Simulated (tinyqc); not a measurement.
Thickness of the outer barriers: graded (staircase) quantum well by finite differences.

Finite differences on points z_i at the centres of cells of width h: H_ii = (c/h^2)(1/m_(i-1/2) + 1/m_(i+1/2)) + V_i, H_(i,i+1) = -(c/h^2)/m_(i+1/2), where m_(i+1/2) is the mean of the masses at the two points (the end values are repeated outwards), psi = 0 on the points beyond both ends, c = hbar^2/2m0. The field adds e F (z - z0) with z0 the middle of the structure; 1 kV/cm = 1e-5 eV/angstrom.

Constants: hbar^2/2m0 = 3.80998211 eV angstrom^2.

Values chosen for the exercise (out of a larger set: near those of an InGaAs well in InAlAs; not measured data): layers = ((48, 0.528, 0.0722), (12, 0.235, 0.0546), (12, 0.059, 0.044), (12, 0, 0.0405), (12, 0.059, 0.044), (12, 0.235, 0.0546), (48, 0.528, 0.0722)) (each layer: thickness in angstrom, band edge in eV, mass in m0); hf = 0.75 angstrom (cell width of the fine grid).

Fine grid, zero field, both outer layers set to each thickness in turn.

Levels (eV):

| outer layers (angstrom) | E1 | E2 | E3 |
|---|---|---|---|
| 12.000 | 0.18135 | 0.60951 | 1.13364 |
| 24.000 | 0.17285 | 0.53693 | 0.87143 |
| 48.000 | 0.17156 | 0.50520 | 0.67345 |
| 96.000 | 0.17153 | 0.49766 | 0.57439 |
| 192.000 | 0.17153 | 0.49704 | 0.54086 |

Which of the three levels are properties of the well, and how thick must the outer layers be?

E1 is bound, and within 0.1 meV of the last row from 48 angstrom on. E2 is bound, and within 0.1 meV of the last row from 192 angstrom on, which only the last row itself meets. E3 lies above the barrier edge 0.528 eV and keeps falling (-33.5 meV in the last step): it is a state of the box.

Run: tinyqc, `OMP_NUM_THREADS=1 python tinyqc.py 1280131 1280132 out.jsonl`; Intel(R) Xeon(R) Processor @ 2.30GHz, one thread, shared host; about 0.01 s of CPU time with all checks.
